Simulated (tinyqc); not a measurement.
# Off-state leakage of single and stacked transistors: effects of single changes

n-channel devices of unit width. Subthreshold current I(Vg, Vs, Vd) = I0 (T/300 K)^0.5 exp[(Vg - Vs - VT(T) - gb (Vs - Vb) + dd (Vd - Vs))/(nf Vt)] (1 - exp(-(Vd - Vs)/Vt)), VT(T) = VT - cT (T - 300 K). Gate-edge tunnelling Ig (Vd/1 V) exp(ag (Vd - 1 V)), for a gate at 0 V, and band-to-band leakage Ab u exp(-Bb/u), u = Vd - Vb + 1 V, flow at a drain held at V; both are taken as independent of T. In a stack of off transistors (all gates at 0 V) the same subthreshold current passes through each.

Values chosen for this exercise; values of the order met in bulk silicon logic transistors:
```
symbol,value,unit,meaning
T,300,K,temperature
V,1,V,supply voltage
VT,0.25,V,"threshold at 300 K, zero drain and body bias"
cT,0.8,mV/K,fall of the threshold with temperature
I0,0.81,uA/um,current at threshold at 300 K
nf,1.38,,slope factor
dd,0.11,,drain-induced lowering per volt
gb,0.13,,rise of the threshold per volt of source-body bias
Ig,2e-5,uA/um,gate-edge tunnelling current at 1 V
ag,3.3,1/V,exponential slope of the gate current
Ab,200,uA/(um V),prefactor of band-to-band leakage at the drain
Bb,22,V,its exponential voltage
Vb,-0.6,V,body voltage
```

Constants: q = 1.602176634e-19 C, kB = 1.380649e-23 J/K, Vt = kB T/q. Results are converted to the units shown.

Each table varies one quantity; the others keep the values above.

## Subthreshold current against the height of the stack

All n gates at 0 V, bottom source at 0 V, top drain at V; node voltages follow from equal currents.

Subthreshold current against the height of the stack:

| n | I (nA/um) | reduction factor | drain voltage of the bottom device (mV) | source voltage of the top device (mV) | voltage across the top device (V) |
|---|---|---|---|---|---|
| 1 | 1.7976 | 1.0000 | 1000.0 | 0 | 1.0000 |
| 2 | 0.10187 | 17.646 | 82.587 | 82.587 | 0.91741 |
| 3 | 0.050412 | 35.658 | 21.949 | 102.83 | 0.89717 |
| 4 | 0.033501 | 53.657 | 12.825 | 114.58 | 0.88542 |
| 5 | 0.025094 | 71.634 | 9.0859 | 122.90 | 0.87710 |
| 6 | 0.020064 | 89.593 | 7.0415 | 129.33 | 0.87067 |

The second transistor cuts the current by a factor of 17.6, the third by a further 2.02 and the sixth by 1.25. The top device keeps 87.1 % of the supply at n = 6, while the drain voltage of the bottom one falls to 0.272 Vt.

## Leakage components against the supply voltage

Same model as above.

One transistor with Vg = Vs = 0, Vd = V; stack factor I(one)/I(two in series).

Leakage components against the supply voltage:

| V (V) | subthreshold (nA/um) | gate edge (nA/um) | band-to-band (nA/um) | total (nA/um) | stack factor | largest part |
|---|---|---|---|---|---|---|
| 0.5 | 0.38473 | 0.0019205 | 11.844 | 12.231 | 4.8942 | band-to-band |
| 0.6 | 0.52367 | 0.0032056 | 19.976 | 20.503 | 6.2213 | band-to-band |
| 0.7 | 0.71280 | 0.0052021 | 32.258 | 32.976 | 7.9901 | band-to-band |
| 0.8 | 0.97023 | 0.0082696 | 50.143 | 51.121 | 10.345 | band-to-band |
| 0.9 | 1.3206 | 0.012941 | 75.367 | 76.700 | 13.479 | band-to-band |
| 1 | 1.7976 | 0.020000 | 109.95 | 111.77 | 17.646 | band-to-band |
| 1.1 | 2.4468 | 0.030601 | 156.21 | 158.68 | 23.185 | band-to-band |
| 1.2 | 3.3305 | 0.046435 | 216.71 | 220.08 | 30.544 | band-to-band |
| 1.3 | 4.5333 | 0.069972 | 294.29 | 298.90 | 40.320 | band-to-band |
| 1.4 | 6.1705 | 0.10482 | 392.04 | 398.31 | 53.303 | band-to-band |

What does the comparison show?

As V goes from 0.5 to 1.4, the total leakage rises from 12.2 to 398 nA/um. The band-to-band part leads at V = 0.5 and in all other rows. The reduction by a stack of two rises from 4.89 to 53.3, for the subthreshold part alone.

Program tinyqc, `OMP_NUM_THREADS=1 python tinyqc.py 2242122 2242123 out.jsonl`; Intel Xeon 2.30GHz, shared host, one thread, about 0.03 s.
